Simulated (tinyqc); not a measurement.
# Worked calculation: Esaki diode in forward bias, two-band WKB

tinyqc, about 0.01 s, one thread, Intel Xeon 2.30GHz (shared host): `OMP_NUM_THREADS=1 python tinyqc.py 2620135 2620136 out.jsonl` Printed values are rounded.

Abrupt p-n junction, depletion approximation. Energies E are counted from the conduction-band edge of the neutral n side; its Fermi level lies at dn, that of the p side at dn - V, and the valence-band edge of the neutral p side at Em = dn + dp - V. Tunnelling needs 0 < E < Em. Two-band dispersion with equal masses m: inside the gap kappa = sqrt(m u (1 - u/Eg)/C), u the distance from a band edge, C = hbar^2/(2 m0).

Parameters, values chosen for the exercise; band and dielectric values those of a made-up semiconductor:
```
symbol    value   unit                                    meaning
T            77      K                                temperature
Eg         1.66     eV                                   band gap
eps_r      13.2                             relative permittivity
Nc      9.09e16  cm^-3  conduction-band density of states at 77 K
Nv      1.52e18  cm^-3     valence-band density of states at 77 K
m          0.11     m0       band-edge mass of the two-band model
Na       2.4e19  cm^-3                           acceptor density
Nd       2.2e19  cm^-3                              donor density
V          0.15      V                         bias of the p side
nE            9                         points of the energy grid
```

Constants: q = 1.602176634e-19 C, kB = 1.380649e-23 J/K, hbar = 1.054571817e-34 J s, h = 6.62607015e-34 J s, m0 = 9.1093837015e-31 kg, Vt = kB T/q, eps0 = 8.8541878128e-14 F/cm where lengths are in cm, hbar^2/(2 m0) = 0.0380998212 eV nm^2. Results are converted to the units shown.

Range of the model: Parabolic densities of states, no band tails and no gap narrowing, all of which matter at such doping.

## Fermi levels and built-in voltage

Nd = Nc F12(dn/Vt), Na = Nv F12(dp/Vt), F12(x) = (2/sqrt(pi)) int_0^infinity sqrt(u)/(1 + exp(u - x)) du; dn = EF - Ec on the n side, dp = Ev - EF on the p side (negative outside the bands); Vbi = Eg + dn + dp.

dn = 0.311433 eV
dp = 0.0497503 eV
Vbi = 2.02118 V

Boltzmann statistics would give dn = 0.0364 eV and dp = 0.0183 eV. At zero bias the bands of the two sides overlap by dn + dp.

## Width, field and exponent

W = sqrt(2 eps0 eps_r (Vbi - V)(1/Na + 1/Nd)/q), mean field F = (Vbi - V)/W, peak field 2 F. In a uniform field F the exponent is S = pi sqrt(m/C) Eg^1.5/(4 F). Transverse energy Et = C kt^2/m raises it to S (1 + 4 Et/Eg), so T = exp(-S) exp(-Et/Eb) with Eb = Eg/(4 S). KJ = (2 q^2/h) m/(4 pi C) (times 1e14 for A/cm^2 per eV^2).

W = 15.4220 nm
mean field = 1.21332 MV/cm
S = 23.5240
exp(-S) = 6.07634e-11
Eb = 17.6415 meV
tunnelling length Eg/F = 13.6815 nm

## Current density on a coarse grid

J = KJ exp(-S) Eb times the integral from 0 to Em of [f(E - dn) - f(E - dn + V)] [1 - exp(-min(E, Em - E)/Eb)] dE, f(x) = 1/(1 + exp(x/Vt)), with S and Eb from the mean field; J > 0 flows from p to n. KJ = (2 q^2/h) m/(4 pi C) (times 1e14 for A/cm^2 per eV^2). Simpson's rule on nE equally spaced points from 0 to Em.

```
point    E (eV)  difference of the f  transverse factor
0      0.000000             0.000000           0.000000
1      0.026398             0.000000           0.776054
2      0.052796             0.000000           0.949848
3      0.079194             0.000004           0.988769
4      0.105592             0.000221           0.997485
5      0.131990             0.011689           0.988769
6      0.158388             0.387227           0.949848
7      0.184786             0.971235           0.776054
8      0.211183             0.999446           0.000000
```

integral = 0.0334130 eV
KJ = 1.78014e9 A/(cm^2 eV^2)
J = 6.37599e-5 A/cm^2

A converged quadrature gives 6.383e-5 A/cm^2; this grid is 0.11 % below that in size.
